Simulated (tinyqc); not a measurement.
From results back to parameters: pair of shallow donors (hydrogen-like orbitals). Two cases, with inputs chosen for the exercise.

Problem. The splitting D = E(-) - E(+) was computed from a hidden separation.

Each donor has the orbital exp(-r/a); energy unit Ha* = q/(eps a), q = e^2/(4 pi eps0), so that a lone donor is bound by Ha*/2; x = R/a. One electron: S = (1 + x + x^2/3) exp(-x), j = 1/x - (1 + 1/x) exp(-2x), k = (1 + x) exp(-x); levels E(+/-) = -1/2 - (j +/- k)/(1 +/- S) in Ha*, without the repulsion of the ions, split by D = |E(-) - E(+)|.

Constants: e^2/(4 pi eps0) = 14.39964547 eV angstrom.

Find: D/Ha*; x; R.

Method. D/Ha* = 2 (k - j S)/(1 - S^2) falls steadily with x in this range, so bisection finds one value.

Case 1.

Values chosen (out of a larger set: near those of two donors in GaN; not measured data): a = 25.3 angstrom (orbital radius); eps = 9.3 (dielectric constant).

D = 0.662120 meV

Solution.

D/Ha* = 0.01082
x = 6.680
R = 169 angstrom

Case 2.

Values chosen (out of a larger set: near those of two donors in GaN; not measured data): a = 26.3 angstrom (orbital radius); eps = 9.6 (dielectric constant).

D = 17.8001 meV

Solution.

D/Ha* = 0.3121
x = 2.319
R = 61 angstrom

Computed by tinyqc, one run a case: `OMP_NUM_THREADS=1 python tinyqc.py N N+1 out.jsonl` with N = 1281242, 1281272; one thread of a shared Intel(R) Xeon(R) Processor @ 2.30GHz, about 0.01 s a run at most.
